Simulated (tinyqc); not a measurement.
# Slope factor and drain-induced lowering from three currents

Question. With source and body at 0 V, I = A exp((Vg + dd Vd)/(nf Vt)) (1 - exp(-Vd/Vt)). Find nf, the swing nf Vt ln 10 and dd.

Inputs (values chosen for the exercise):
- T = 300 K (temperature)

Constants: q = 1.602176634e-19 C, kB = 1.380649e-23 J/K, Vt = kB T/q. Results are converted to the units shown.

currents at (Vg, Vd) = (0, 0.05), (0, 0.9) and (0.11, 0.9) V (nA/um): [0.39578382, 1.3945694, 24.246776]

Answer. The pair at equal Vd gives nf; the pair at equal Vg, after dividing out the factors 1 - exp(-Vd/Vt), gives dd.

nf = 1.490
swing = 88.69 mV/decade
dd = 0.05000

Program tinyqc, `OMP_NUM_THREADS=1 python tinyqc.py 2242184 2242185 out.jsonl`; Intel Xeon 2.30GHz, shared host, one thread, about 0.03 s.
